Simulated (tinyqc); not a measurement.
Pariser-Parr-Pople SCF with singles CI, for the molecule c1ccc2cnccc2c1 (SMILES; centres numbered as the heavy atoms are written), step by step. One step of it, computed by the program tinyqc.

Question. Singles CI, triplets. Over the 6 single excitations with the smallest orbital gaps: A = (e_a - e_i) delta - (ij|ab), with (pq|rs) = sum c_mp c_mq gamma_mn c_nr c_ns.

orbital energies (eV): -15.726889  -14.000358  -12.446342  -11.527394  -10.130544  -1.359580  -0.362325  0.979655  2.017341  4.061612

coefficients:
```
          MO1        MO2        MO3        MO4        MO5        MO6        MO7        MO8
1C   0.204519  -0.398384   0.081139  -0.493134  -0.188366   0.338814   0.312218  -0.242462
2C   0.211062  -0.384172  -0.292492  -0.355507   0.324020   0.191789  -0.434117  -0.125096
3C   0.277788  -0.272845  -0.423028   0.098857   0.383659  -0.443594   0.116116   0.368367
4C   0.434524  -0.095917  -0.247285   0.508470  -0.097989   0.088800   0.371103  -0.372760
5C   0.343639   0.254882  -0.303293   0.061885  -0.355846   0.485566  -0.024095   0.465617
6N   0.383639   0.542314  -0.175773  -0.372577  -0.167655  -0.305890  -0.295122  -0.177354
7C   0.274581   0.340496   0.217123  -0.239556   0.367921  -0.126846   0.481648  -0.176146
8C   0.286183   0.114353   0.460408   0.071675   0.471117   0.362837  -0.065869   0.355897
9C   0.398213  -0.152755   0.396705   0.353256  -0.081548  -0.105270  -0.473719  -0.286179
10C  0.257899  -0.314070   0.358310  -0.179338  -0.428988  -0.394457   0.120214   0.403828

           MO9       MO10
1C   -0.427810   0.245218
2C    0.438501  -0.240346
3C   -0.283153   0.293838
4C    0.011061  -0.433613
5C    0.228824   0.298311
6N   -0.326499  -0.205370
7C    0.470347   0.261619
8C   -0.318034  -0.319625
9C    0.032844   0.459140
10C   0.248967  -0.308481
```

repulsion gamma_rs (eV):
```
            1C         2C         3C         4C         5C         6N         7C         8C
1C   11.130000   7.553862   5.238761   4.668310   3.276745   2.771555   2.868686   3.670370
2C    7.553862  11.130000   7.552439   5.239019   3.670370   2.878010   2.763225   3.276745
3C    5.238761   7.552439  11.130000   7.554960   5.240702   3.689960   3.276745   3.670607
4C    4.668310   5.239019   7.554960  11.130000   7.554960   5.296469   4.668310   5.239602
5C    3.276745   3.670370   5.240702   7.554960  11.130000   7.727673   5.238761   4.668463
6N    2.771555   2.878010   3.689960   5.296469   7.727673  12.300000   7.729197   5.296203
7C    2.868686   2.763225   3.276745   4.668310   5.238761   7.729197  11.130000   7.552439
8C    3.670370   3.276745   3.670607   5.239602   4.668463   5.296203   7.552439  11.130000
9C    5.239019   4.668310   5.239602   7.553862   5.239602   4.708818   5.239019   7.554960
10C   7.552439   5.238761   4.668463   5.239602   3.670607   3.290661   3.670370   5.240702

            9C        10C
1C    5.239019   7.552439
2C    4.668310   5.238761
3C    5.239602   4.668463
4C    7.553862   5.239602
5C    5.239602   3.670607
6N    4.708818   3.290661
7C    5.239019   3.670370
8C    7.554960   5.240702
9C   11.130000   7.554960
10C   7.554960  11.130000
```

Give: triplet CI matrix; triplet excitation energies.

Answer.

triplet CI matrix (eV):
```
         5>6      5>7      4>6      3>6      5>8      4>7
5>6   3.1714   0.0561  -0.0458   0.0882  -0.0440  -0.0804
5>7   0.0561   4.1292  -0.0804  -0.1021  -0.0275   0.1341
4>6  -0.0458  -0.0804   4.4842   0.0756   0.1610  -0.1510
3>6   0.0882  -0.1021   0.0756   5.3472  -1.2263  -0.0036
5>8  -0.0440  -0.0275   0.1610  -1.2263   5.3748  -0.0475
4>7  -0.0804   0.1341  -0.1510  -0.0036  -0.0475   5.2193
```

triplet excitation energies (eV): 3.1581  4.0291  4.1368  4.5335  5.2750  6.5934
